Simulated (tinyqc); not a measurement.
Classical Heisenberg spin chain: exact results, Metropolis, heat-bath and over-relaxation steps, and a Monte Carlo run: one step, computed by the program tinyqc. Command: `OMP_NUM_THREADS=1 python tinyqc.py 3130176 3130177 out.jsonl heismc walk`. One thread of a shared host (Intel(R) Xeon(R) Processor @ 2.30GHz), about 0.2 s of CPU time with the checks.

E = -J sum_i s_i . s_(i+1) for unit vectors s_i on an open chain; K = J/(k_B T).

Problem. Finite chain. For N spins, <|sum s|^2>/N = (1 + u)/(1 - u) - 2 u (1 - u^N)/(N (1 - u)^2); the long chain has (1 + u)/(1 - u), chi over the Curie value, and the difference is relative to it.

Inputs (values chosen for the exercise, for a model chain of large moments): temperature T = 60.3 K; length N of the open chain = 16.

u = -0.6380187

chi over the Curie value = 0.2209873

Give: <|sum s|^2>/N; difference from the long chain.

Solution.

<|sum s|^2>/N = 0.2507

difference from the long chain = 13.44 %
